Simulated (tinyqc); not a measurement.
Via and link resistance from two via chains.

Problem. A chain of 2000 vias joined by 2000 metal links has R = 2000 (Rv + Rlink), with Rlink proportional to the link length. Find Rv, Rlink for length L, and the value of Rv that the short chain would give if the links were ignored.

resistance of chains of 2000 links with link lengths L and 3 L (ohm): [67800, 1.074e5]

Answer. R per link is a straight line in the link length; its intercept at zero length is Rv.

Rv = 24.00 ohm
Rlink = 9.900 ohm
Rv without correction = 33.90 ohm

tinyqc, about 0.01 s, one thread, Intel Xeon 2.30GHz (shared host): `OMP_NUM_THREADS=1 python tinyqc.py 2750046 2750047 out.jsonl`
